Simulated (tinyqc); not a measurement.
Worked calculation: Hubbard ring of 5 sites. Computed by tinyqc, a small Python program that keeps every step. Settings: hopping = 1.14, U = 5.9, mixing = 0.2, iteration cap = 68. Command: `OMP_NUM_THREADS=1 python tinyqc.py 21897 21898 out.jsonl` (the two numbers bound the seeds that draw the settings). One thread of a shared host (Intel(R) Xeon(R) Processor @ 2.60GHz), about 0.3 s of CPU time with the checks.

one-body matrix (hopping and site energies) (eV), lower triangle:
```
          1         2         3         4        5
1   0.00000
2  -1.14000   0.00000
3   0.00000  -1.14000   0.00000
4   0.00000   0.00000  -1.14000   0.00000
5  -1.14000   0.00000   0.00000  -1.14000  0.00000
```

U = 5.90000 eV

electrons, up and down: 3  3

n(up) at the start (a guess, not normalised): 1 0.90000, 2 0.30000, 3 0.90000, 4 0.30000, 5 0.90000

n(down) at the start (a guess): 1 0.30000, 2 0.90000, 3 0.30000, 4 0.90000, 5 0.30000

Each step fills the lowest levels of T + U n(other spin) and sets n(new) = n + mixing (n(out) - n); stop when output and input agree to 1e-8.

Course of the cycle:
```
iteration     E (eV)  largest |n(out) - n(in)|  mean |n_up - n_down|
1          2.8252198                  1.96e-01               0.60042
2          2.7914251                  1.55e-01               0.59833
3          2.7698302                  1.23e-01               0.59582
4          2.7557961                  9.85e-02               0.59330
5          2.7464772                  7.94e-02               0.59099
6          2.7401447                  6.45e-02               0.58894
7          2.7357471                  5.27e-02               0.58717
8          2.7326358                  4.33e-02               0.58565
9          2.7304015                  3.57e-02               0.58436
10         2.7287783                  3.04e-02               0.58326
11         2.7275887                  2.70e-02               0.58232
...              ...                       ...                   ...
58         2.7241382                  3.44e-05               0.57606
59         2.7241382                  3.01e-05               0.57606
60         2.7241382                  2.64e-05               0.57605
61         2.7241382                  2.32e-05               0.57605
62         2.7241382                  2.03e-05               0.57605
63         2.7241382                  1.79e-05               0.57605
64         2.7241382                  1.57e-05               0.57605
65         2.7241382                  1.38e-05               0.57605
66         2.7241382                  1.21e-05               0.57605
67         2.7241382                  1.06e-05               0.57604
68         2.7241382                  9.32e-06               0.57604
```

Can the last value be used, and what does the course show?

Not by the stop rule, although the second column moves by less than 1e-07 over the last three steps. Not converged within 68 iterations: the residual falls steadily but slowly, by a factor of about 0.88 a step. The lowest mean-field energy found from random starts is 2.72414 eV. Reruns (cap 100 unless said): mixing 0.5: converged in 45 (E = 2.72414); mixing 0.9: converged in 21 (E = 2.72414); the original settings with a cap of 400: converged in 124 (E = 2.72414).
